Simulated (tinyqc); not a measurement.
Coupled-perturbed Hartree-Fock on RHF in the sto-3g basis, for B+, spin multiplicity 1, step by step. Computed by tinyqc, a small Python program that keeps every step (integrals from PySCF). Settings: charge = 1, multiplicity = 1, basis = sto-3g, method = RHF, energy threshold = 1e-10, iteration cap = 68, orthogonalisation = symmetric, start = core, DIIS depth = 6. Command: `OMP_NUM_THREADS=1 python tinyqc.py 28730 28731 out.jsonl` (the two numbers bound the seeds that draw the settings). One thread of a shared host (Intel(R) Xeon(R) Processor @ 2.60GHz), about 0.08 s of CPU time with the checks. The early iterations of the SCF are left out here.

## One-electron integrals

Geometry (angstrom):
```
atom       x       y       z
B     0.0000  0.0000  0.0000
```

Basis sto-3g: exponents (1/bohr^2) and contraction coefficients of normalised primitives:
```
element  l (shell)  exponent  coefficient
B            s (1)   48.7911       0.1543
B            s (1)    8.8874       0.5353
B            s (1)    2.4053       0.4446
B            s (2)    2.2370      -0.1000
B            s (2)    0.5198       0.3995
B            s (2)    0.1691       0.7001
B            p (3)    2.2370       0.1559
B            p (3)    0.5198       0.6077
B            p (3)    0.1691       0.3920
```

Overlap, kinetic and nuclear-attraction integrals over the contracted functions; the nuclear repulsion is the sum of Za Zb / Rab.

nuclear repulsion = 0 hartree

overlap S, lower triangle:
```
         1B 1s   1B 2s  1B 2px  1B 2py  1B 2pz
1B 1s   1.0000
1B 2s   0.2693  1.0000
1B 2px  0.0000  0.0000  1.0000
1B 2py  0.0000  0.0000  0.0000  1.0000
1B 2pz  0.0000  0.0000  0.0000  0.0000  1.0000
```

kinetic energy T (hartree), lower triangle:
```
          1B 1s   1B 2s  1B 2px  1B 2py  1B 2pz
1B 1s   10.8263
1B 2s   -0.0480  0.3592
1B 2px   0.0000  0.0000  1.1239
1B 2py   0.0000  0.0000  0.0000  1.1239
1B 2pz   0.0000  0.0000  0.0000  0.0000  1.1239
```

nuclear attraction V (hartree), lower triangle:
```
           1B 1s    1B 2s   1B 2px   1B 2py   1B 2pz
1B 1s   -23.1474
1B 2s    -3.1394  -3.7716
1B 2px    0.0000   0.0000  -3.7414
1B 2py    0.0000   0.0000   0.0000  -3.7414
1B 2pz    0.0000   0.0000   0.0000   0.0000  -3.7414
```

core Hamiltonian H = T + V (hartree), lower triangle:
```
           1B 1s    1B 2s   1B 2px   1B 2py   1B 2pz
1B 1s   -12.3211
1B 2s    -3.1873  -3.4125
1B 2px    0.0000   0.0000  -2.6176
1B 2py    0.0000   0.0000   0.0000  -2.6176
1B 2pz    0.0000   0.0000   0.0000   0.0000  -2.6176
```

## Two-electron integrals

Functions are numbered as in S; the eight-fold symmetry (ij|kl) = (ji|kl) = (kl|ij) leaves the list below.

Two-electron integrals (ij|kl) in chemists' order, unique and non-zero (hartree):
```
(11|11) 2.9235   (21|11) 0.5184   (21|21) 0.1093   (22|11) 0.7442
(22|21) 0.1932   (22|22) 0.5448   (31|31) 0.0203   (32|31) 0.0300
(32|32) 0.1203   (33|11) 0.7425   (33|21) 0.1932   (33|22) 0.5447
(33|33) 0.5868   (41|41) 0.0203   (42|41) 0.0300   (42|42) 0.1203
(43|43) 0.0316   (44|11) 0.7425   (44|21) 0.1932   (44|22) 0.5447
(44|33) 0.5235   (44|44) 0.5868   (51|51) 0.0203   (52|51) 0.0300
(52|52) 0.1203   (53|53) 0.0316   (54|54) 0.0316   (55|11) 0.7425
(55|21) 0.1932   (55|22) 0.5447   (55|33) 0.5235   (55|44) 0.5235
(55|55) 0.5868
```

## Orthogonalisation

S = U s U^T; symmetric (Loewdin) form X = U s^(-1/2) U^T, so that X^T S X = 1.

eigenvalues of S: 0.7307  1.0000  1.0000  1.0000  1.2693

X, lower triangle:
```
          1B 1s   1B 2s  1B 2px  1B 2py  1B 2pz
1B 1s    1.0287
1B 2s   -0.1411  1.0287
1B 2px   0.0000  0.0000  1.0000
1B 2py   0.0000  0.0000  0.0000  1.0000
1B 2pz   0.0000  0.0000  0.0000  0.0000  1.0000
```

## Iteration 2 (converged): orbitals

converged F (hartree), lower triangle:
```
          1B 1s    1B 2s   1B 2px   1B 2py   1B 2pz
1B 1s   -7.9829
1B 2s   -2.2992  -1.4502
1B 2px   0.0000   0.0000  -0.2005
1B 2py   0.0000   0.0000   0.0000  -0.2005
1B 2pz   0.0000   0.0000   0.0000   0.0000  -0.2005
```

Diagonalise F' = X^T F X, C = X C', fill 2 alpha and 2 beta electrons from the bottom; D = 2 C_occ C_occ^T. Each column has its largest component positive (the first on a tie).

F' = X^T F X (hartree), lower triangle:
```
         1        2        3        4        5
1  -7.8095
2  -1.1094  -1.0261
3   0.0000   0.0000  -0.2005
4   0.0000   0.0000   0.0000  -0.2005
5   0.0000   0.0000   0.0000   0.0000  -0.2005
```

orbital energies (hartree): MO1 -7.9863, MO2 -0.8493, MO3 -0.2005, MO4 -0.2005, MO5 -0.2005

coefficients C:
```
           MO1      MO2     MO3     MO4     MO5
1B 1s   0.9937  -0.3013  0.0000  0.0000  0.0000
1B 2s   0.0225   1.0381  0.0000  0.0000  0.0000
1B 2px  0.0000   0.0000  1.0000  0.0000  0.0000
1B 2py  0.0000   0.0000  0.0000  1.0000  0.0000
1B 2pz  0.0000   0.0000  0.0000  0.0000  1.0000
```

D after iteration 2, lower triangle:
```
          1B 1s   1B 2s  1B 2px  1B 2py  1B 2pz
1B 1s    2.1564
1B 2s   -0.5808  2.1564
1B 2px   0.0000  0.0000  0.0000
1B 2py   0.0000  0.0000  0.0000  0.0000
1B 2pz   0.0000  0.0000  0.0000  0.0000  0.0000
```

Within a degenerate level the vectors are fixed only up to a rotation; this is one choice.

## Convergence

Stop when the energy changes by less than 1e-10 hartree and every element of the error matrix X^T (F D S - S D F) X is below 3e-06.

Course of the cycle:
```
iteration  E (hartree)    change  largest element of the error matrix
1           -23.948470         -                             1.87e-15
2           -23.948470  1.42e-14                               0.0000
```

PySCF RHF in the same basis = -23.948470 hartree

Converged in 2 iterations.

## Integrals over molecular orbitals

(pq|rs) = sum C_ip C_jq C_kr C_ls (ij|kl), one index at a time.

one-electron integrals over orbitals h = C^T H C (hartree), lower triangle:
```
          1        2        3        4        5
1  -12.3107
2    0.3428  -2.8022
3    0.0000   0.0000  -2.6176
4    0.0000   0.0000   0.0000  -2.6176
5    0.0000   0.0000   0.0000   0.0000  -2.6176
```

Two-electron integrals over orbitals (pq|rs), unique and non-zero (hartree):
```
(11|11) 2.8973    (21|11) -0.3243   (21|21) 0.0579    (22|11) 0.7425
(22|21) -0.0185   (22|22) 0.5259    (31|31) 0.0214    (32|31) 0.0275
(32|32) 0.1128    (33|11) 0.7421    (33|21) -0.0115   (33|22) 0.5335
(33|33) 0.5868    (41|41) 0.0214    (42|41) 0.0275    (42|42) 0.1128
(43|43) 0.0316    (44|11) 0.7421    (44|21) -0.0115   (44|22) 0.5335
(44|33) 0.5235    (44|44) 0.5868    (51|51) 0.0214    (52|51) 0.0275
(52|52) 0.1128    (53|53) 0.0316    (54|54) 0.0316    (55|11) 0.7421
(55|21) -0.0115   (55|22) 0.5335    (55|33) 0.5235    (55|44) 0.5235
(55|55) 0.5868
```

## Response to a field: uncoupled start

dipole integrals <a|y|i> (bohr):
```
        i1      i2
a3  0.0000  0.0000
a4  0.1151  0.9701
a5  0.0000  0.0000
```

Field along y; U_ai = -mu_ai / (e_a - e_i), alpha = -4 sum U_ai mu_ai.

uncoupled U:
```
         i1       i2
a3   0.0000   0.0000
a4  -0.0148  -1.4954
a5   0.0000   0.0000
```

uncoupled polarisability = 5.8096 bohr^3

## Coupled step 1

U_ai = -(mu_ai + sum_bj [4 (ai|bj) - (ab|ij) - (aj|bi)] U_bj) / (e_a - e_i); alpha = -4 sum U_ai mu_ai.

U after step 1:
```
        i1       i2
a3  0.0000   0.0000
a4  0.0020  -1.9432
a5  0.0000   0.0000
```

polarisability = 7.5397 bohr^3

## Coupled step 2

As before.

U after step 2:
```
        i1       i2
a3  0.0000   0.0000
a4  0.0089  -2.0804
a5  0.0000   0.0000
```

polarisability = 8.0689 bohr^3

## Coupled polarisability

Repeat until U stops changing; compare with -d2E/dF2.

Course of the coupled iterations:
```
step  alpha (bohr^3)
0             5.8096
1             7.5397
2             8.0689
3             8.2319
4             8.2822
5             8.2977
6             8.3025
7             8.3040
8             8.3045
9             8.3046
10            8.3046
11            8.3046
12            8.3047
13            8.3047
14            8.3047
15            8.3047
16            8.3047
```

coupled polarisability = 8.3047 bohr^3

finite-field check, fields of +/-0.001 au = 8.3046 bohr^3
